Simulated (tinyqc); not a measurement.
# Changing the film thickness L

Model: heat flow across a film from the phonon Boltzmann equation in the relaxation-time approximation. Computed by tinyqc, a small Python program. Command: `OMP_NUM_THREADS=1 python tinyqc.py 3028711 3028712 out.jsonl slabbte sweep`. One thread of a shared host (Intel(R) Xeon(R) Processor @ 2.30GHz), about 0.04 s of CPU time with the checks.

Two black walls, hot at x = 0 and cold at x = L, emit phonons isotropically. For one free path Lambda, with tau = x/Lambda, tau_L = L/Lambda and phi = (T - T_cold)/Delta T, energy balance gives phi(tau) = (1/2) [E2(tau) + int_0^tau_L phi(s) E1(|tau - s|) ds]; E_n are the exponential integrals. The flux over the ballistic flux C v Delta T/4 is psi = 1 - 2 int_0^tau_L phi(s) E2(s) ds, and kappa_eff/kappa = (3/4) tau_L psi. kappa = C v Lambda/3 is an input, so at fixed kappa a longer free path means a smaller C v.

Inputs (values chosen for the exercise, modelled on gallium oxide):
```
quantity                             value     unit
bulk conductivity kappa               20.9  W/(m K)
wall temperature difference Delta T     19        K
free path Lambda_1                      21       nm
cells n in the small system              6        -
```

Free-path groups: one.

Method:
- Cut the film into n equal cells with constant phi, collocated at the centres c_i: the kernel integrates to A_ij = |E2(|c_i - e_j|) - E2(|c_i - e_(j+1)|)|/2 for cell edges e_j, and A_ii = 1 - E2(half a cell); solve (1 - A) phi = E2(c)/2; psi = 1 - 2 sum_j phi_j [E3(e_j) - E3(e_(j+1))].
- Use 150 and 300 cells and extrapolate psi = (4 psi(300) - psi(150))/3. The jump at the hot wall is 1 - phi there (linear extrapolation from the first two of 300 cells). Two-flux (diffusion with slip) formula: psi = 1/(1 + 3 tau_L/4).
- Each group is solved on its own with 150 and 300 cells, psi = (4 psi(300) - psi(150))/3, and weighted by its share of kappa.
- Flux J = kappa_eff Delta T/L; apparent boundary resistance per wall (L/kappa_eff - L/kappa)/2.

One run for each value; columns: (1) film thickness L (nm); (2) kappa_eff (W/(m K)); (3) flux J (GW/m^2); (4) jump at the wall / Delta T for Lambda_1; (5) apparent resistance per wall (m^2 K/GW):
```
(1)      (2)     (3)      (4)      (5)
0.42   0.308  13.912  0.47818  0.67281
0.88   0.632  13.638  0.46176  0.67553
1.8    1.245  13.138  0.43616  0.68002
3.8    2.442  12.209  0.39540  0.68720
8      4.505  10.699  0.33793  0.69651
17     7.640   8.539  0.26445  0.70589
35    11.297   6.133  0.18824  0.71173
72    14.778   3.900  0.11964  0.71364
150   17.433   2.208  0.06805  0.71377
320   19.119   1.135  0.03534  0.71310
```

Over the rows, kappa_eff (W/(m K)) rises from 0.308 to 19.1 (exponent d ln y / d ln x 0.97 between the first rows and 0.12 between the last); flux J (GW/m^2) falls from 13.9 to 1.14 (exponent d ln y / d ln x -0.027 between the first rows and -0.88 between the last); jump at the wall / Delta T for Lambda_1 falls from 0.478 to 0.0353 (exponent d ln y / d ln x -0.047 between the first rows and -0.86 between the last). At the low end the exponent of kappa_eff is 0.97, close to 1: the ballistic limit. At the low end the exponent of flux J is -0.03, close to 0: the ballistic flux does not depend on L. In thin films phonons cross without scattering: the flux is bounded by what the walls emit, and Delta T drops in two jumps of one half each. In thick films the jumps shrink as Lambda/L and the apparent wall resistance tends to a constant.

Caution (rows 0.420, 0.880, 1.80, 3.80, 8.00): below about 10 nm the film nears the phonon wavelength, and a particle picture fails.

Extremes, crossings and ranges named in words are read from the listed rows.
